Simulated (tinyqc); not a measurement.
Special k points of the bcc lattice: sweeps and comparisons. A value that a table varies takes the place of the one given here.

Lattice vectors in units of a: a1 = (-1/2, 1/2, 1/2), a2 = (1/2, -1/2, 1/2), a3 = (1/2, 1/2, -1/2); reciprocal vectors b_i with a_i . b_j = 2 pi delta_ij. Mesh: k = sum_i f_i b_i with f_i = (2 j_i + shift)/(2 N), j_i = 0 .. N-1. The point group of the lattice has 48 operations; only those that map the mesh onto itself are used.

A_m(k) = sum over the m-th star of lattice vectors R of cos(k . R), stars in order of length: m = 1: |R|^2 = 0.75, 8 vectors, such as (1, 1, 1) in the basis a_i; m = 2: |R|^2 = 1, 6 vectors, such as (1, 1, 0) in the basis a_i; m = 3: |R|^2 = 2, 12 vectors, such as (2, 1, 1) in the basis a_i; m = 4: |R|^2 = 2.75, 24 vectors, such as (2, 2, 1) in the basis a_i; m = 5: |R|^2 = 3, 8 vectors, such as (2, 2, 2) in the basis a_i; m = 6: |R|^2 = 4, 6 vectors, such as (2, 2, 0) in the basis a_i. The zone mean of every A_m is zero.

Test function, the lower band of a two-band insulator: E(k) = -sqrt(D^2 + (e0 - t A_1(k))^2).

Parameters, chosen for this exercise (the lattice of W; not measured data):
- D = 2.72 eV (half gap term)
- t = 0.53 eV (coupling)
- e0 = 1.89 eV (offset)
- N = 2 (points along each reciprocal vector)
- shift = 0 (half steps)

## Mesh size and shift

Errors of the mean of E against the unshifted mesh with N = 24. The fifth column is |R|^2 of the shortest star with a non-zero mean.

Meshes:
```
mesh       points  irreducible  operations  |R|^2 missed  error (meV)
1 Gamma         1            1          48          0.75      -46.304
1 shifted       1            1          48          0.75    -3158.101
2 Gamma         8            3          48          3.00     -223.485
2 shifted       8            2          48          3.00      236.087
3 Gamma        27            4          48          6.75       -4.289
3 shifted      27            4          48          6.75        8.849
4 Gamma        64            8          48         12.00        0.362
4 shifted      64            6          48         12.00       -1.312
5 Gamma       125           10          48         18.75       -0.006
5 shifted     125           10          48         18.75        0.117
6 Gamma       216           16          48           >24       -0.012
6 shifted     216           14          48           >24        0.010
```

reference mean = -3.54826 eV

The shifted mesh has the smaller error for 1 of 6 values of N and the larger for 5. The cheapest mesh within 1 meV is 4 Gamma, with 8 irreducible points. A mesh misses the lattice vectors N (n1 a1 + n2 a2 + ...); the half shift gives each the sign (-1)^(n1 + n2 + ...), so the 8 shortest ones add up to -8 in place of 8: their term only changes sign. The shift keeps the full symmetry; it leaves fewer irreducible points for N = 2, 4 and 6.

## Gap and mesh density

D takes the values listed; errors against the unshifted mesh with N = 30, for unshifted meshes.

Errors (meV):
```
D (eV)  reference (eV)     N = 2   N = 4   N = 6   N = 8
0.2            -2.0918  -395.107  20.682   6.255  -3.363
0.4            -2.1360  -378.769  13.587   4.538  -1.455
0.8            -2.2814  -340.895   4.686   1.594  -0.205
1.5            -2.6629  -284.081   0.820   0.151   0.004
2.5            -3.3750  -231.913   0.383  -0.012   0.001
4.0            -4.6271  -185.782   0.248  -0.003   0.000
```

The first listed N from which the error stays below 0.5 meV is none for D = 0.2, none for D = 0.4, 8 for D = 0.8, 6 for D = 1.5, 4 for D = 2.5, 4 for D = 4 eV. A larger D makes the function smoother, so its Fourier coefficients fall faster with |R|; single entries change sign along a column, so a small error on one coarse mesh can be a cancellation.

## One point for the whole zone

The mean-value (Baldereschi) point is taken at k = (2 pi/a) (0.1667, 0.1667, 0.5), that is f = (0.25, 0.25, -0.0833); the reference is the mesh with N = 24.

Single points:
```
point                    A_1     A_2     A_3     A_4   E (eV)
Gamma                  8.000   6.000  12.000  24.000  -3.5946
mean-value point       0.000   0.000  -3.000   0.000  -3.3122
zone-face centre b1/2  0.000  -2.000  -4.000   0.000  -3.3122
```

reference mean = -3.5483 eV

The mean-value point makes A_1, A_2 and A_4 vanish. Its error is +236 meV, against -46 meV at Gamma and +236 meV at b1/2. E is not linear in A_1; its powers hold sums of nearest vectors and a non-zero mean, so this point is not exact. A_1 has the same value at b1/2, and E depends on A_1 alone, so this test cannot tell the two points apart. Gamma comes closer here only by chance, since none of its A_m vanish.

## What moves the zone average

Mean of E over the mesh, and its error against the unshifted mesh with N = 24. Each row changes one parameter from the base and keeps the others.

Results:
```
case          mean (eV)  error (meV)  irreducible points
base            -3.7717      -223.49                   3
N = 3           -3.5526        -4.29                   4
shift = 1       -3.3122       236.09                   2
D = 1.904 eV    -3.1925      -259.64                   3
t = 0.689 eV    -4.0361      -331.32                   3
```

The largest shifts from the base row, up to three for each result and ties (the steps differ in size, so this ranks the rows, not the parameters). mean (eV): D +0.5792, shift +0.4596, t -0.2643. error (meV): shift +459.57, N +219.20, t -107.83. irreducible points: N +1, shift -1; unchanged at the printed digits by D and t.

tinyqc: `OMP_NUM_THREADS=1 python tinyqc.py 1651888 1651889 out.jsonl`; about 0.1 s, one thread, shared Intel(R) Xeon(R) Processor @ 2.30GHz.
